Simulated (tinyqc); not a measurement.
Undoped symmetric double-gate MOSFET, analytic potential model: one step of the calculation.

An undoped body of thickness ts between two equal insulators and tied gates; long channel, electrons only, n = ni exp((psi - V)/Vt) with V the quasi-Fermi potential (0 at the source, Vd at the drain), constant mobility, no quantisation. Across the body psi(x) = V - 2 Vt ln[(ts/(2 beta)) sqrt(q ni/(2 eps0 eps_r Vt)) cos(2 beta x/ts)], x from the centre. Q is the electron charge per area of the whole body.

Task. beta at the source by Newton steps in z = ln(tan beta). With V = 0, t = exp(z), beta = arctan(t): f = ln(beta) + (1/2) ln(1 + t^2) + 2 r beta t - (Vg - V0)/(2 Vt); with c = t/(1 + t^2), df/dz = c/beta + t c + 2 r t (c + beta); z(new) = z - f/(df/dz).

Parameters, values chosen for the exercise:
- T = 293 K (temperature)
- Vg = 0.77 V (gate voltage)

Constants: q = 1.602176634e-19 C, kB = 1.380649e-23 J/K, Vt = kB T/q. Results are converted to the units shown.

z at the start = -1
r = 0.33421986
V0 = 0.48972166 V

Find: beta; f; df/dz; z after iteration 1.

Result.

beta = 0.35251
f = -6.4429
df/dz = 1.2048
z after iteration 1 = 4.3478

tinyqc, about 0.02 s, one thread, Intel Xeon 2.30GHz (shared host): `OMP_NUM_THREADS=1 python tinyqc.py 2440148 2440149 out.jsonl`
